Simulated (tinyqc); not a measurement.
From results back to parameters: donors with valley-orbit split 1s states. Two cases, with inputs chosen for the exercise.

Problem. The electron density is given and ND is hidden.

Each donor binds at most one electron, in any of its states. For a site s, W_s = sum over its states of g exp(E/kT), and the ionised share is 1/(1 + W_s exp(eta)), eta = (EF - Ec)/kT; n = Nc F_1/2(eta); neutrality n + NA = ND x (mean ionised share); holes are neglected. Nc from N = 2 (m kB T/(4 pi c))^(3/2) with c = hbar^2/2m0, in 1/angstrom^3; times 1e24 for 1/cm^3, m = md. F_j(eta) = (1/Gamma(j + 1)) integral_0^infinity x^j dx/(1 + exp(x - eta)), which tends to exp(eta) for eta << 0.

Constants: hbar^2/2m0 = 3.80998211 eV angstrom^2; kB = 8.617333262e-05 eV/K.

Find: eta; mean ionised share; ND.

Method. n/Nc gives eta, eta and W_s give the ionised share, and ND = (n + NA)/share.

Case 1.

Values chosen (near those of As in Si; not measured data): md = 1.067 m0 (density-of-states mass of the conduction band); E = (52, 30.4, 29.8) meV (binding energies of 1s(A1), 1s(T2), 1s(E)); g = (2, 6, 4) (their degeneracies with spin); T = 225 K; NA = 0 1/cm^3 (compensating acceptors, all ionised).

n = 1.3364e+17 1/cm^3

Solution.

eta = -4.898
mean ionised share = 0.636
ND = 2.1e+17 1/cm^3

Case 2.

Values chosen (near those of As in Si; not measured data): md = 1.057 m0 (density-of-states mass of the conduction band); E = (52, 30.6, 29.6) meV (binding energies of 1s(A1), 1s(T2), 1s(E)); g = (2, 6, 4) (their degeneracies with spin); T = 400 K; NA = 0 1/cm^3 (compensating acceptors, all ionised).

n = 4.0868e+15 1/cm^3

Solution.

eta = -9.237
mean ionised share = 0.997
ND = 4.1e+15 1/cm^3

Computed by tinyqc, one run a case: `OMP_NUM_THREADS=1 python tinyqc.py N N+1 out.jsonl` with N = 1651119, 1651259; one thread of a shared Intel(R) Xeon(R) Processor @ 2.30GHz, about 0.02 s a run at most.
